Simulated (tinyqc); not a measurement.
Exact and approximate surface terms: size effects in the resistivity of thin metal films and interconnect lines. Computed by tinyqc, a small Python program. Command: `OMP_NUM_THREADS=1 python tinyqc.py 3021991 3021992 out.jsonl size walk`. One thread of a shared host (Intel(R) Xeon(R) Processor @ 2.30GHz), about 0.01 s of CPU time with the checks.

Electrons lose their drift at surfaces (a share 1 - p of the hits) and at grain boundaries (reflection R), besides bulk scattering.

Inputs (values chosen for the exercise, modelled on platinum): bulk mean free path lambda = 7.04 nm; specularity p = 0.

Geometry: film.

Method. Fuchs-Sondheimer film: rho_b/rho = 1 - (3/(2 kappa))(1 - p) int_0^1 (s - s^3)(1 - exp(-kappa/s))/(1 - p exp(-kappa/s)) ds, f = rho/rho_b, kappa = thickness/lambda, 80 Gauss-Legendre points. Thick-film form 1 + 3 (1 - p)/(8 kappa); thin-film form (4/3)((1 - p)/(1 + p))/(kappa ln(1/kappa)).

Rho/rho_b:

| kappa | h (nm) | exact | thick-film form | thin-film form |
|---|---|---|---|---|
| 0.01 | 7.0400e-02 | 26.484 | 38.5000 | 28.953 |
| 0.02 | 1.4080e-01 | 15.333 | 19.7500 | 17.041 |
| 0.05 | 3.5200e-01 | 7.728 | 8.5000 | 8.902 |
| 0.1 | 7.0400e-01 | 4.782 | 4.7500 | 5.791 |
| 0.2 | 1.4080e+00 | 3.096 | 2.8750 | 4.142 |
| 0.5 | 3.5200e+00 | 1.916 | 1.7500 | - |
| 1 | 7.0400e+00 | 1.462 | 1.3750 | - |
| 2 | 1.4080e+01 | 1.221 | 1.1875 | - |
| 5 | 3.5200e+01 | 1.081 | 1.0750 | - |
| 10 | 7.0400e+01 | 1.039 | 1.0375 | - |

What follows from these numbers?

The thick-film form is within 5 % down to kappa = 2; at kappa = 0.01 it is 1.45 times the exact value and the thin-film form 1.09 times. The resistivity doubles between 1.41 and 3.52 nm. Rows thinner than about 5 nm only illustrate the formulas.

Extremes, crossings and ranges named in words are read from the listed rows.
